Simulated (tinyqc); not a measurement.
Hubbard ring of 6 sites, step by step. Computed by tinyqc, a small Python program that keeps every step. Settings: hopping = 0.52, U = 10.0, mixing = 1, iteration cap = 52. Command: `OMP_NUM_THREADS=1 python tinyqc.py 31156 31157 out.jsonl` (the two numbers bound the seeds that draw the settings). One thread of a shared host (Intel(R) Xeon(R) Processor @ 2.60GHz), about 0.2 s of CPU time with the checks.

one-body matrix (hopping and site energies) (eV):
```
           1          2          3          4          5          6
1   0.860000  -0.520000   0.000000   0.000000   0.000000  -0.520000
2  -0.520000  -0.360000  -0.520000   0.000000   0.000000   0.000000
3   0.000000  -0.520000  -0.810000  -0.520000   0.000000   0.000000
4   0.000000   0.000000  -0.520000  -0.050000  -0.520000   0.000000
5   0.000000   0.000000   0.000000  -0.520000  -0.400000  -0.520000
6  -0.520000   0.000000   0.000000   0.000000  -0.520000   0.350000
```

U = 10.000000 eV

electrons, up and down: 1  1

n(up) at the start (a guess, not normalised): 1 0.217000, 2 0.117000, 3 0.217000, 4 0.117000, 5 0.217000, 6 0.117000

n(down) at the start (a guess): 1 0.117000, 2 0.217000, 3 0.117000, 4 0.217000, 5 0.117000, 6 0.217000

Each step fills the lowest levels of T + U n(other spin) and sets n(new) = n + mixing (n(out) - n); stop when output and input agree to 1e-8.

Course of the cycle:
```
iteration      E (eV)  largest |n(out) - n(in)|  mean |n_up - n_down|
1          0.12475146                  5.53e-01              0.169044
2          2.28410472                  7.67e-01              0.062063
3          2.81964108                  7.53e-01              0.033532
4          3.51815170                  7.55e-01              0.010513
5          2.57382352                  7.14e-01              0.003292
6          3.29353044                  6.93e-01              0.006065
7          2.61157562                  6.93e-01              0.001687
8          3.16548004                  6.80e-01              0.002768
9          2.62839737                  6.80e-01              0.000696
10         3.11267592                  6.73e-01              0.001091
11         2.63409816                  6.73e-01              0.000263
...               ...                       ...                   ...
42         3.08158470                  6.69e-01              7.88e-11
43         2.63710006                  6.69e-01              1.85e-11
44         3.08158470                  6.69e-01              2.81e-11
45         2.63710006                  6.69e-01                     0
46         3.08158470                  6.69e-01              1.00e-11
47         2.63710006                  6.69e-01                     0
48         3.08158470                  6.69e-01                     0
49         2.63710006                  6.69e-01                     0
50         3.08158470                  6.69e-01                     0
51         2.63710006                  6.69e-01                     0
52         3.08158470                  6.69e-01                     0
```

Can the last value be used, and what does the course show?

Not by the stop rule. Not converged within 52 iterations: the residual has stopped falling: the iteration swings between two states. The lowest mean-field energy found from random starts is -2.20095 eV. Reruns (cap 100 unless said): mixing 0.2: not converged; mixing 0.5: not converged; mixing 0.9: not converged; the original settings with a cap of 400: not converged.
